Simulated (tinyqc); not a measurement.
CMOS inverter, nodal equation and switching: two steps of the calculation.

An n-channel pull-down (bn, VTn) and a p-channel pull-up (bp, VTp) share the input Vin and the output node Vout, which carries the load C. Transistor (EKV form, voltages against the body): I = 2 n b Vt^2 [F(vp - Vs) - F(vp - Vd)] from drain to source, F(v) = ln^2(1 + exp(v/(2 Vt))), vp = (Vg - VT + sg |Vd - Vs|)/n. n-channel bodies are at 0; for the p-channel device all voltages are counted down from Vdd. b in uA/V^2 gives I in uA. Static: In = Ip. Transient: C dVout/dt = Ip - In. No velocity saturation, no gate capacitance beyond C.

Values chosen for this exercise: temperature T = 300 K; supply voltage Vdd = 1 V; slope factor n = 1.41; drain-induced barrier lowering sg = 0.03; n-channel threshold VTn = 0.39 V; p-channel threshold (magnitude) VTp = 0.43 V; gain factor of the pull-down transistor bn = 170 uA/V^2; gain factor of the pull-up transistor bp = 140 uA/V^2; load capacitance C = 3 fF; input voltage Vin = 0.63 V.

Constants: q = 1.602176634e-19 C, kB = 1.380649e-23 J/K, Vt = kB T/q. Results are converted to the units shown.

Task 1. Output voltage by Newton steps. f = In - Ip at (Vin, Vout); G = df/dVout by a central difference with +/- 1e-6 V; Vout(new) = Vout - f/G.

Vout at the start = 0.5 V

Wanted: In; Ip; G; Vout after iteration 1.

Result 1.

In = 3.9871 uA
Ip = 0.049106 uA
G = 0.93576 uS
Vout after iteration 1 = -3.7083 V

This step lands outside the rails.

Task 2. Delays and energy. For a step input the delay to Vdd/2 is tHL = C times the integral of dV/(In - Ip) from Vdd/2 to Vdd at Vin = Vdd, and tLH likewise with Ip - In from 0 to Vdd/2 at Vin = 0. Energy drawn for one full cycle of the output: C Vdd^2. Leakage power: Vdd times the mean of the supply currents at Vin = 0 and Vdd.

Give: tHL; tLH; energy; leakage power.

Result 2.

tHL = 62.21 ps
tLH = 86.08 ps
energy = 3.000 fJ
leakage power = 0.01043 nW

Program tinyqc, `OMP_NUM_THREADS=1 python tinyqc.py 2340165 2340166 out.jsonl`; Intel Xeon 2.30GHz, shared host, one thread, about 0.05 s.
